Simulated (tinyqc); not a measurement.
Hole subbands of a hard-walled well, four-band Luttinger model: one step. Levels and mixing. Three cases, with inputs chosen for the exercise.

Question. Diagonalise; give the four lowest hole energies and the weight of the heavy component (the first half of the basis) in each.

Case 1.

H(k) (meV), lower triangle:
```
,h1,h2,h3,l1,l2,l3
h1,48.6310
h2,0,61.0319
h3,0,0,81.6999
l1,15.6154,-22.6974,0,23.9753
l2,22.6974,15.6154,-40.8553,0,91.7942
l3,0,40.8553,15.6154,0,0,204.8258
```

Case 2.

H(k) (meV), lower triangle:
```
,h1,h2,l1,l2
h1,1.2212
h2,0,17.0755
l1,7.4481,-16.2307,51.1513
l2,16.2307,7.4481,0,123.0393
```

Case 3.

H(k) (meV), lower triangle:
```
,h1,h2,h3,l1,l2,l3
h1,39.0845
h2,0,53.2149
h3,0,0,76.7656
l1,5.1111,-8.7946,0,0.6198
l2,8.7946,5.1111,-15.8303,0,20.0589
l3,0,15.8303,5.1111,0,0,52.4573
```

Give: levels; heavy weight.

Answer.

Case 1.

levels (meV): 6.81  28.16  58.92  67.18

heavy weight: 0.279  0.664  0.856  0.699

The most mixed of the four is number 2, with 66 % heavy character. Against 60 sines these levels lie 0.4, 2.1, 10.5 and 8.6 meV too high: the small basis is not converged.

Case 2.

levels (meV): -2.05  10.40  58.47  125.67

heavy weight: 0.958  0.875  0.145  0.021

The most mixed of the four is number 3, with 15 % heavy character. Against 60 sines these levels lie 0.4, 3.5, 28.8 and 72.7 meV too high: the small basis is not converged.

Case 3.

levels (meV): -1.57  12.59  37.75  42.32

heavy weight: 0.045  0.157  0.429  0.909

The most mixed of the four is number 3, with 43 % heavy character. Against 60 sines these levels lie 0.1, 0.5, 4.7 and 1.0 meV too high: the small basis lacks the higher sines, which carry the upper levels.

Computed by tinyqc, one run a case: `OMP_NUM_THREADS=1 python tinyqc.py N N+1 out.jsonl` with N = 1250009, 1250044, 1250136; one thread of a shared Intel(R) Xeon(R) Processor @ 2.30GHz, about 0.1 s a run at most.
